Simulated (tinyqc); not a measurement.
Inside a calculation. Model: implant damage, amorphisation by cascade overlap, and solid-phase epitaxial regrowth. Computed by tinyqc, a small Python program that keeps every step. Command: `OMP_NUM_THREADS=1 python tinyqc.py 3111839 3111840 out.jsonl sper walk`. One thread of a shared host (Intel(R) Xeon(R) Processor @ 2.30GHz), about 0.01 s of CPU time with the checks. Intermediate numbers are printed to about 6 digits and carried at full precision; extremes and crossings named in words are read from the listed rows.

Range and width of the damage are inputs. Dynamic annealing enters only through the surviving share f.

Inputs (values chosen for the exercise, modelled on arsenic ions in silicon): atomic density N = 49.9 1/nm^3; ion Z1 = 33; ion mass M1 = 74.9 u; target Z2 = 14; target mass M2 = 28.09 u; ion energy E = 100 keV; displacement energy E_d = 14 eV; depth of the damage peak R_d = 51 nm; width of the damage profile s_d = 34 nm; share of defects that survive f = 0.5; critical displaced share x_c = 0.19; dose Q = 3.3e+15 1/cm^2; overlaps needed n = 1; area amorphised by one track A_i = 0.41 nm^2; regrowth prefactor v0 = 5.8e+15 nm/s; regrowth energy E_a = 2.68 eV; anneal temperature = 713 C; rate relative to (100) = 0.33; peak enhancement by the dopant = 10; ramp rate = 1.6 K/s.

Constants: a_0 = 0.529177210903 angstrom; e^2/(4 pi eps_0) = 14.39964548 eV angstrom; k_B = 8.617333262e-05 eV/K.

## Damage energy and displacements per ion

Robinson partition: eps = E a M2/(Z1 Z2 (e^2/(4 pi eps_0)) (M1 + M2)), a = 0.8853 a_0/sqrt(Z1^(2/3) + Z2^(2/3)); k = 0.0793 Z1^(2/3) Z2^(1/2) (M1 + M2)^(3/2)/((Z1^(2/3) + Z2^(2/3))^(3/4) M1^(3/2) M2^(1/2)); damage energy T_d = E/(1 + k (eps + 0.40244 eps^(3/4) + 3.4008 eps^(1/6))); displacements nu = 0.8 T_d/(2 E_d).

reduced energy eps = 0.478720

k = 0.115562

damage energy T_d = 69.9456 keV

T_d/E = 0.699456

displacements per ion nu = 1998.44

30 % of the energy goes to electrons.

## The amorphous layer

Displaced share x(z) = f nu Q exp(-(z - R_d)^2/(2 s_d^2))/(sqrt(2 pi) s_d N); the layer is amorphous where x > x_c, between R_d -/+ s_d sqrt(2 ln(x_max/x_c)), the upper edge being cut at the surface. Threshold dose Q_c = Q x_c/x_max.

peak displaced share x_max = 7.75366

threshold dose Q_c = 8.08651e+13 1/cm^2

upper edge = 0 nm

lower edge = 143.601 nm

The layer reaches the surface. Caution: x above 1 counts atoms displaced more than once.

## Damage left below the interface

Displaced atoms per area beyond the lower edge z2: f nu Q (1/2) erfc((z2 - R_d)/(sqrt2 s_d)); they are not removed by regrowth.

share of the damage beyond z2 = 0.00322910

displaced atoms beyond z2 = 1.06477e+16 1/cm^2

## Layer against dose

The formulas are those given above.

Dose series; the last column is f nu Q erfc((z2 - R_d)/(sqrt2 s_d))/2:
```
Q (1/cm^2)    x_max  upper edge (nm)  lower edge (nm)  displaced atoms beyond z2 (1/cm^2)
8.90e+13    0.20911          36.1132           65.887                         2.94138e+16
1.21e+14    0.28430          20.4753           81.525                         2.23253e+16
2.02e+14    0.47462           4.9934           97.007                         1.77635e+16
3.23e+14    0.75892           0.0000          107.585                         1.55019e+16
5.66e+14    1.32987           0.0000          118.072                         1.37226e+16
9.70e+14    2.27911           0.0000          126.790                         1.25058e+16
2.02e+15    4.74618           0.0000          137.256                         1.12852e+16
4.04e+15    9.49236           0.0000          146.093                         1.04154e+16
```

A dose 45 times larger moves the lower edge from 65.9 to 146 nm, as the root of a logarithm, and the damage beyond it falls by a factor 2.8, since the edge lies on an ever steeper tail. The layer reaches the surface at Q_c exp(R_d^2/(2 s_d^2)) = 2.49e14 per cm^2.

## Overlap model

Gibbons model: a point turns amorphous after n + 1 hits; with y = A_i Q the amorphous share is 1 - exp(-y) sum_(k=0..n) y^k/k!. Doses are set by y.

Amorphous share:
```
y     Q (1/cm^2)  direct impact (n = 0)   given n
0.1  2.43902e+13               0.095163  0.004679
0.3  7.31707e+13               0.259182  0.036936
0.6  1.46341e+14               0.451188  0.121901
1.0  2.43902e+14               0.632121  0.264241
2.0  4.87805e+14               0.864665  0.593994
3.0  7.31707e+14               0.950213  0.800852
5.0  1.21951e+15               0.993262  0.959572
8.0  1.95122e+15               0.999665  0.996981
```

At small y the share grows as y^2; between the first rows the exponent is 1.88.

## Isothermal regrowth

v = v0 x orientation factor x exp(-E_a/(k_B T)) x [1 + (enhancement - 1) exp(-(z - R_d)^2/(2 s_d^2))], T = anneal temperature + 273.15 K; the dopant is taken to follow the damage profile; the lower front moves from the lower edge z2 to the surface, or to the middle (z1 + z2)/2 of a buried layer with upper edge z1; time = int dz/v; the equivalent undoped distance is that time times the undoped velocity.

undoped velocity = 38.5161 nm/s

distance to regrow = 143.601 nm

time without enhancement = 3.72834 s

equivalent undoped distance = 36.3116 nm

time with enhancement = 0.942764 s

The rate doubles for each 22 K or so near this temperature.

## Regrowth during a ramp

On a linear ramp from 200 C regrowth ends at the T_f where int v_undoped dT/(ramp rate) equals the equivalent undoped distance.

temperature at which regrowth ends = 632.427 C

Checks made by the program: tail against quadrature of x(z) N (relative difference below 1e-10).
